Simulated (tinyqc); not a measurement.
# Field, mass and barrier from the scaled variables

Question. A barrier edge falls as U0 - F x over a width d with F = V/d. With e = (C F^2/m1)^(1/3), C = hbar^2/(2 m0), the Airy arguments at its edges are z1 = (U0 - E)/e and z2 = (U0 - V - E)/e. Find e, m1 and U0.

Inputs (values chosen for the exercise):
```
symbol,value,unit,meaning
E,0.27,eV,electron energy
d,2.2,nm,barrier width
V,1.2,V,voltage across the barrier
```

Constants: q = 1.602176634e-19 C, hbar = 1.054571817e-34 J s, m0 = 9.1093837015e-31 kg, hbar^2/(2 m0) = 0.0380998212 eV nm^2. Results are converted to the units shown.

z1 and z2: [3.9821871, 0.61695856]

Answer. z1 - z2 = V/e gives e, its definition gives m1, and U0 = E + z1 e.

e = 0.3566 eV
m1 = 0.2500 m0
U0 = 1.690 eV

Computed by the program tinyqc: `OMP_NUM_THREADS=1 python tinyqc.py 2580110 2580111 out.jsonl`, one thread of a shared Intel Xeon 2.30GHz, about 0.02 s for the whole run.
